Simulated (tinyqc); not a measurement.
Armchair graphene nanoribbon in tight binding: sweeps and comparisons. A value that a table varies takes the place of the one given here.

An armchair ribbon of N dimer lines, width (N - 1) sqrt3 acc/2, period 3 acc, one pz orbital a site. In line n, A_n binds to B_n with -t exp(ik/3), times (1 + d) in the two edge lines, and to B_(n-1) and B_(n+1) with -t exp(-ik/6); k runs from -pi to pi. For d = 0 the modes across the ribbon are sin(n p pi/(N + 1)), p = 1 to N, with E = -/+ t sqrt(1 + 4 c^2 + 4 c cos(k/2)), c = cos(p pi/(N + 1)).

Constants: hbar^2/2m0 = 3.80998211 eV angstrom^2.

Values chosen for the exercise (near those used for graphene; not measured data):
- t = 2.9 eV (hopping)
- acc = 1.42 angstrom (bond length)
- N0 = 9 (first width)
- d1 = 0.12 (edge correction)
- N = 6 (dimer lines)
- d = 0.12 (relative strengthening of the edge bonds)
- k = 0.3 (k times the period 3 acc)

## Three families of gaps

Nine widths from N0 on, gaps at k = 0 with d = 0 and d = d1.

Gaps:

| N | family | width (angstrom) | gap, d = 0 (eV) | gap, d1 (eV) | gap x (N + 1) sqrt3 acc/2 (eV angstrom) |
|---|---|---|---|---|---|
| 9 | 3p | 9.84 | 1.0183 | 0.8449 | 10.39 |
| 10 | 3p+1 | 11.07 | 0.9812 | 1.1829 | 16.00 |
| 11 | 3p+2 | 12.30 | 0.0000 | 0.1662 | 2.45 |
| 12 | 3p | 13.53 | 0.7896 | 0.6520 | 10.42 |
| 13 | 3p+1 | 14.76 | 0.7669 | 0.9217 | 15.87 |
| 14 | 3p+2 | 15.99 | 0.0000 | 0.1325 | 2.44 |
| 15 | 3p | 17.22 | 0.6446 | 0.5307 | 10.44 |
| 16 | 3p+1 | 18.45 | 0.6294 | 0.7548 | 15.78 |
| 17 | 3p+2 | 19.68 | 0.0000 | 0.1102 | 2.44 |

What does this show, and why?

Without edge correction the 3p+2 ribbons have no gap and the other two families nearly share one curve. With it the mean of the last column is 15.88 for 3p+1, 10.42 for 3p and 2.45 eV angstrom for 3p+2: the stronger edge bonds raise the gap of 3p+1, lower that of 3p and open one in 3p+2. Within a family the gap falls about as 1/width. One-electron gaps of this kind leave out the self-energy and exciton terms, which are large in narrow ribbons.

## Mass and gap go together

Nine widths from N0 on. Lowest conduction band for d = d1: m/m0 = c q^2/(E(q) - E(0)) with q = h/(3 acc), h = 0.001, c = hbar^2/2m0. Dirac rule: m = Eg/(2 v^2), that is m/m0 = c Eg/(hbar v)^2 with hbar v = 3 t acc/2.

Masses:

| N | gap (eV) | mass (m0) | Dirac rule (m0) |
|---|---|---|---|
| 9 | 0.8449 | 0.0699 | 0.0844 |
| 10 | 1.1829 | 0.1378 | 0.1181 |
| 11 | 0.1662 | 0.0162 | 0.0166 |
| 12 | 0.6520 | 0.0561 | 0.0651 |
| 13 | 0.9217 | 0.1035 | 0.0920 |
| 14 | 0.1325 | 0.0130 | 0.0132 |
| 15 | 0.5307 | 0.0469 | 0.0530 |
| 16 | 0.7548 | 0.0829 | 0.0754 |
| 17 | 0.1102 | 0.0108 | 0.0110 |

What does this show, and why?

The ratio of mass to the Dirac rule runs from 0.83 (N = 9) to 1.17 (N = 10). Its mean is 0.86 for N = 3p, 1.13 for 3p+1 and 0.98 for 3p+2: the lowest modes of 3p and 3p+1 lie on opposite sides of the Dirac point, where the velocity along the ribbon differs. The largest gap (N = 10) and the heaviest mass (N = 10) belong to one ribbon.

## What each parameter does

Gap at k = 0, lowest positive level at k, and highest level at k = 0. Each row changes one parameter from the base and keeps the others.

Results:

| case | gap (eV) | lowest level at k (eV) | top of the band (eV) |
|---|---|---|---|
| base | 1.1996 | 0.7770 | 8.1655 |
| t = 3.045 eV | 1.2595 | 0.8159 | 8.5738 |
| N = 7 | 1.6492 | 0.9117 | 8.2859 |
| d = 0.17 | 1.1084 | 0.7443 | 8.1837 |
| k = 0.24 | 1.1996 | 0.7184 | 8.1655 |

How do the results move?

The largest shifts from the base row, up to three for each result and ties (the steps differ in size, so this ranks the rows, not the parameters). gap (eV): N +0.4496, d -0.0912, t +0.0600; unchanged at the printed digits by k. lowest level at k (eV): N +0.1347, k -0.0587, t +0.0389. top of the band (eV): t +0.4083, N +0.1204, d +0.0182; unchanged at the printed digits by k.

tinyqc: `OMP_NUM_THREADS=1 python tinyqc.py 1451494 1451495 out.jsonl`; about 0.02 s, one thread, shared Intel(R) Xeon(R) Processor @ 2.30GHz.
